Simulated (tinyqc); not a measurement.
Epitaxial growth on a vicinal surface: Burton-Cabrera-Frank step flow, step-edge barrier and island nucleation: one step, computed by the program tinyqc. Command: `OMP_NUM_THREADS=1 python tinyqc.py 3029002 3029003 out.jsonl stepflow walk`. One thread of a shared host (Intel(R) Xeon(R) Processor @ 2.30GHz), about 0.05 s of CPU time with the checks.

Adatoms land at rate F, hop on a square grid (a simplification for hexagonal faces), desorb, or join steps. Lengths are in units of a and n is the adatom coverage. Steps ascend at x = 0 and descend at x = l.

Question. Terrace solution. D n'' - n/tau + F = 0 with n(0) = n_eq and -l_s n'(l) = n(l) - n_eq. With u = n - F tau, A = n_eq - F tau, y = l/x_s, s = l_s/x_s: u = A cosh(x/x_s) + B sinh(x/x_s), B = A (1 - cosh y - s sinh y)/(sinh y + s cosh y). Flux into the ascending step J+ = D B/x_s, over the descending one J- = -(D/x_s)(A sinh y + B cosh y); step velocity J+ + J-; growth rate (J+ + J-)/l. For small y: J+ + J- = (F - n_eq/tau) l, J-/J+ = l/(l + 2 l_s). The coverage peaks where n' = 0, tanh(x/x_s) = -B/A.

Inputs (values chosen for the exercise, close to those used for Si(111)): deposition rate F = 2.5 layers/s; temperature T = 630 C; critical nucleus size i = 2; binding energy of the critical nucleus E_i = 0.75 eV.

D = 562536.2 a^2/s

lifetime tau = 13391.95 s

diffusion length x_s = 86795.49 a

equilibrium coverage n_eq = 1.382821e-06

terrace width l = 23.41610 a

Schwoebel length l_s = 2.219588 a

Give: J+; J-; growth rate; peak coverage; position of the peak.

Answer.

J+ = 31.804 atoms per step site and s

J- = 26.736 atoms per step site and s

growth rate = 2.5000 layers/s

peak coverage = 3.6101e-04

position of the peak = 12.722 a

Caution: twice the distance from the ascending step to the coverage peak exceeds the expected island spacing [0.25 (F/D)^(i/(i+2)) exp(E_i/((i+2) k_B T))]^(-1/2) by 40 % or more, so islands nucleate and the step-flow values are formal.
